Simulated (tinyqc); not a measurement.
Inside a calculation: ellipsoidal valleys in the axes of a wafer and a channel. Values are carried at full precision from step to step, so a last printed digit may differ when a step is redone from the rounded ones.

Valleys with axes a along [111], [1-1-1], [-11-1] and [-1-11], one whole valley each; inverse mass tensor w = 1/mt + (1/ml - 1/mt) a a. Device axes: z = nz/|nz|, x = nx/|nx|, y = z cross x; in them a = (ax, ay, az). Confinement mass mz = 1/w_zz. In the plane w_ij is replaced by u_ij = w_ij - w_iz w_jz/w_zz (i, j = x, y); density-of-states mass md = 1/sqrt(det u); conductivity mass along x mc = 1/u_xx; ballistic transport mass mx = u_yy/det u, width mass my = 1/u_yy.

Constants: hbar^2/2m0 = 3.80998211 eV angstrom^2; kB = 8.617333262e-05 eV/K.

Inputs chosen for the exercise (near those of the L valleys of Ge; the results hold for these values, not for the real material):
- ml = 1.608 m0 (longitudinal mass)
- mt = 0.081 m0 (transverse mass)
- nz = (1, 1, 1) (surface normal (confinement))
- nx = (1, -1, 0) (channel direction)
- t = 6.9 nm (thickness of the film)
- T = 77 K (temperature)

## Device axes and valley axes

Give the rows x, y, z in cubic components and each valley axis in device components.

device axes:
```
    [100]    [010]    [001]
x  0.7071  -0.7071   0.0000
y  0.4082   0.4082  -0.8165
z  0.5774   0.5774   0.5774
```

valley axes:
```
              ax       ay       az
[111]     0.0000   0.0000   1.0000
[1-1-1]   0.8165   0.4714  -0.3333
[-11-1]  -0.8165   0.4714  -0.3333
[-1-11]   0.0000  -0.9428  -0.3333
```

## Tensors of the valley [-11-1]

Form w and the reduced tensor u.

w (1/m0):
```
         x       y        z
x   4.5298  4.5125  -3.1908
y   4.5125  9.7404   1.8422
z  -3.1908  1.8422  11.0430
```

u (1/m0):
```
        x       y
x  3.6079  5.0448
y  5.0448  9.4331
```

The axis is tilted against the normal, so w_xz or w_yz is not zero and the reduction changes the masses in the plane.

## Masses of all valleys

Give mz, md, mc, mx and my.

Masses (m0):
```
valley       mz      md      mc      mx      my
[111]    1.6080  0.0810  0.0810  0.0810  0.0810
[1-1-1]  0.0906  0.3413  0.2772  1.0990  0.1060
[-11-1]  0.0906  0.3413  0.2772  1.0990  0.1060
[-1-11]  0.0906  0.3413  0.0810  0.0810  1.4383
```

mz md^2 = ml mt^2 = 0.01055 for every valley, so a heavy confinement mass comes with a small density of states. The heaviest mz is 1.608, for [111].

## Subbands and shares in a film

Hard walls: E_n = c (n pi/t)^2/mz, c = hbar^2/2m0, n = 1, 2, 3. Non-degenerate share of a valley proportional to md sum_n exp(-E_n/kT); mean 1/mc = sum of share/mc. 1 nm = 10 angstrom.

Give the ladders, the shares and the mean conductivity mass.

Subbands:
```
valley   E1 (meV)  E2 (meV)  E3 (meV)  share
[111]         4.9      19.6      44.2  1.000
[1-1-1]      87.2     348.9     785.0  0.000
[-11-1]      87.2     348.9     785.0  0.000
[-1-11]      87.2     348.9     785.0  0.000
```

mean mc = 0.0810 m0

The lowest ladder ([111]) holds 100 % of the electrons in these valleys, the next starts 82 meV higher.

## Checks

- mz md^2 against ml mt^2: they agree to 1e-10 or better.
- mx my against md^2: they agree to 1e-10 or better.

Run: tinyqc, `OMP_NUM_THREADS=1 python tinyqc.py 1880180 1880181 out.jsonl`; Intel(R) Xeon(R) Processor @ 2.30GHz, one thread, shared host; about 0.01 s of CPU time with all checks.
